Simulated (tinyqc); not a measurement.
Inside a calculation. Model: capacitance of parallel on-chip lines from Laplace's equation on a mesh.

Numbers from tinyqc (`OMP_NUM_THREADS=1 python tinyqc.py 2790123 2790124 out.jsonl`; about 0.8 s on one thread of a shared Intel Xeon 2.30GHz). Printed values are rounded.

Cross-section of an endless row of equal lines between two grounded planes; neighbours are driven in antiphase (+1 V and -1 V), so the plane midway between two lines is at 0 V. By symmetry one quarter is solved: x runs from the centre of a line (column 0, mirror) to that midplane (column 4, 0 V), y from the mid-height of the line (row 0, mirror) to the ground plane (row 4, 0 V). The line fills columns 0 to 1 and rows 0 to 2 at 1 V. Cells beside the line (below row 2) have e2, cells above have e1. Each link between nodes has the conductance g = mean permittivity of the two cells beside it (a cell beyond a mirror counts as 0), and the free nodes obey sum g (V_neighbour - V) = 0.

Parameters, values chosen for the exercise: relative permittivity above and below the lines e1 = 3; relative permittivity between the lines e2 = 2.7; over-relaxation factor om = 1.

Constants: eps0 = 8.8541878128e-12 F/m. Results are converted to the units shown.

## Link conductances

gx[j, i] joins node (row j, column i) to column i + 1, gy[j, i] to row j + 1.

gx:
```
       col 0  col 1  col 2  col 3
row 0   1.35   1.35   1.35   1.35
row 1    2.7    2.7    2.7    2.7
row 2   2.85   2.85   2.85   2.85
row 3      3      3      3      3
row 4    1.5    1.5    1.5    1.5
```

gy:
```
       col 0  col 1  col 2  col 3  col 4
row 0   1.35    2.7    2.7    2.7   1.35
row 1   1.35    2.7    2.7    2.7   1.35
row 2    1.5      3      3      3    1.5
row 3    1.5      3      3      3    1.5
```

## Iteration 1: relaxation sweep

V at the start (V):
```
       col 0  col 1  col 2  col 3  col 4
row 0      1      1      0      0      0
row 1      1      1      0      0      0
row 2      1      1      0      0      0
row 3      0      0      0      0      0
row 4      0      0      0      0      0
```

One sweep visits the free nodes row by row from row 0, left to right, and replaces V by V + om (weighted mean of the neighbours - V), using new values at once.

V after sweep 1 (V):
```
         col 0    col 1    col 2    col 3    col 4
row 0  1.00000  1.00000  0.25000  0.06250  0.00000
row 1  1.00000  1.00000  0.31250  0.09375  0.00000
row 2  1.00000  1.00000  0.32401  0.10321  0.00000
row 3  0.25000  0.31250  0.15913  0.06558  0.00000
row 4  0.00000  0.00000  0.00000  0.00000  0.00000
```

## Iteration 2: relaxation sweep

As before.

V after sweep 2 (V):
```
         col 0    col 1    col 2    col 3    col 4
row 0  1.00000  1.00000  0.42188  0.15234  0.00000
row 1  1.00000  1.00000  0.45991  0.17887  0.00000
row 2  1.00000  1.00000  0.42660  0.16627  0.00000
row 3  0.40625  0.39134  0.22088  0.09679  0.00000
row 4  0.00000  0.00000  0.00000  0.00000  0.00000
```

## Course of the relaxation

Stop when no node changes by 1e-7 V. C = 4 eps0 sum g (difference of V along the link)^2, in aF/um.

Course of the iteration:
```
sweep  C (aF/um)  largest change (V)
1        236.272               0.324
2        202.276               0.172
3        194.398              0.0962
4        192.279              0.0521
5        191.698              0.0284
6        191.542              0.0151
7        191.500             7.87e-3
8        191.489             4.06e-3
9        191.486             2.09e-3
...          ...                 ...
16       191.485             1.92e-5
17       191.485             9.80e-6
18       191.485             5.01e-6
19       191.485             2.56e-6
20       191.485             1.31e-6
21       191.485             6.70e-7
22       191.485             3.42e-7
23       191.485             1.75e-7
24       191.485             8.95e-8
```

Converged in 24 sweeps. Over the last four sweeps the change shrinks by about 0.51 a sweep. C comes down from above, since the solution minimises the energy.

## Capacitance per length

converged V (V):
```
         col 0    col 1    col 2    col 3    col 4
row 0  1.00000  1.00000  0.62989  0.30015  0.00000
row 1  1.00000  1.00000  0.60971  0.28535  0.00000
row 2  1.00000  1.00000  0.52359  0.23154  0.00000
row 3  0.46728  0.43455  0.27094  0.12562  0.00000
row 4  0.00000  0.00000  0.00000  0.00000  0.00000
```

C = 4 eps0 sum g (difference of V)^2 over all links (twice the energy of the four quarters, line at 1 V). Plate estimate without fringing: eps0 [2 e1 w/hd + 2 e2 t/(s/2)], w = 2 hx, t = 4 hx, s/2 = 3 hx, hd = 2 hx.

C = 191.485 aF/um
plate estimate = 116.875 aF/um

C depends on the shape only, not on the mesh step hx. Meshes 6, 12 and 24 times finer extrapolate (Aitken) to 178.3 aF/um; this mesh is 7.4 % above that, and the plate estimate is 34 % below it.
